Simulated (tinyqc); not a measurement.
Interband optics of a two-band s-p chain from momentum matrix elements: one step. Transitions on the mesh. Five cases, with inputs chosen for the exercise.

Question. At each k_j = (j + 1/2)/N (2 pi/a) up to the zone edge give D = Ec - Ev, w = |<c|W|v>|^2 and f = w/(c D), c = hbar^2/2m0; the other half of the zone repeats the values.

H(k) = [[Es - 2 ts cos ka, 2i V sin ka], [-2i V sin ka, Ep_ + 2 tp cos ka]] in the basis s, p; the lower band is full, with two electrons a cell. The velocity operator times hbar is W = dH/dk (eV angstrom); intra-atomic dipoles are left out.

Constants: hbar^2/2m0 = 3.80998211 eV angstrom^2.

Give: Transitions.

Case 1.

Values chosen:
- a = 4.21 angstrom (period)
- Es = 2.52 eV (upper orbital (s))
- Ep_ = -2.77 eV (lower orbital (p))
- ts = 0.35 eV (s-s hopping)
- tp = 0.68 eV (p-p hopping)
- V = 0.58 eV (s-p hopping)
- N = 8 (k points)

Answer.

Transitions:
```
k (2 pi/a)  D (eV)  w (eV^2 angstrom^2)      f
0.0625      3.5012               15.552  1.166
0.1875      4.9859                0.001  0.000
0.3125      6.4452                9.578  0.390
0.4375      7.2478               21.913  0.794
```

D runs from 3.501 to 7.248 eV on the mesh; f is largest at k = 0.0625.

Case 2.

Values chosen:
- a = 2.32 angstrom (period)
- Es = 2.38 eV (upper orbital (s))
- Ep_ = -2.89 eV (lower orbital (p))
- ts = 0.35 eV (s-s hopping)
- tp = 0.32 eV (p-p hopping)
- V = 0.59 eV (s-p hopping)
- N = 10 (k points)

Answer.

Transitions:
```
k (2 pi/a)  D (eV)  w (eV^2 angstrom^2)      f
0.0500      4.0616                6.126  0.396
0.1500      4.8721                0.975  0.053
0.2500      5.7743                0.404  0.018
0.3500      6.3514                3.659  0.151
0.4500      6.5849                6.974  0.278
```

D runs from 4.062 to 6.585 eV on the mesh; f is largest at k = 0.0500.

Case 3.

Values chosen:
- a = 4.44 angstrom (period)
- Es = 3.77 eV (upper orbital (s))
- Ep_ = -3.38 eV (lower orbital (p))
- ts = 0.23 eV (s-s hopping)
- tp = 0.35 eV (p-p hopping)
- V = 1.42 eV (s-p hopping)
- N = 12 (k points)

Answer.

Transitions:
```
k (2 pi/a)  D (eV)  w (eV^2 angstrom^2)      f
0.0417      6.2062              136.315  5.765
0.1250      7.4965               42.942  1.504
0.2083      8.7761                0.984  0.029
0.2917      9.2524               16.834  0.478
0.3750      8.9250               77.122  2.268
0.4583      8.4001              146.618  4.581
```

D runs from 6.206 to 9.252 eV on the mesh; f is largest at k = 0.0417.

Case 4.

Values chosen:
- a = 3.71 angstrom (period)
- Es = 2.48 eV (upper orbital (s))
- Ep_ = -1.71 eV (lower orbital (p))
- ts = 0.44 eV (s-s hopping)
- tp = 0.47 eV (p-p hopping)
- V = 1.17 eV (s-p hopping)
- N = 12 (k points)

Answer.

Transitions:
```
k (2 pi/a)  D (eV)  w (eV^2 angstrom^2)      f
0.0417      2.7170               50.646  4.893
0.1250      4.4022                5.079  0.303
0.2083      5.8537                1.190  0.053
0.2917      6.4931               15.080  0.610
0.3750      6.3991               42.102  1.727
0.4583      6.0701               70.414  3.045
```

D runs from 2.717 to 6.493 eV on the mesh; f is largest at k = 0.0417.

Case 5.

Values chosen:
- a = 3.31 angstrom (period)
- Es = 1.99 eV (upper orbital (s))
- Ep_ = -3.77 eV (lower orbital (p))
- ts = 0.59 eV (s-s hopping)
- tp = 0.41 eV (p-p hopping)
- V = 0.6 eV (s-p hopping)
- N = 6 (k points)

Answer.

Transitions:
```
k (2 pi/a)  D (eV)  w (eV^2 angstrom^2)      f
0.0833      4.2029                7.976  0.498
0.2500      6.2400                1.621  0.068
0.4167      7.5875               13.383  0.463
```

D runs from 4.203 to 7.588 eV on the mesh; f is largest at k = 0.0833.

Computed by tinyqc, one run a case: `OMP_NUM_THREADS=1 python tinyqc.py N N+1 out.jsonl` with N = 1681779, 1681980, 1681982, 1682172, 1682333; one thread of a shared Intel(R) Xeon(R) Processor @ 2.30GHz, about 0.01 s a run at most.
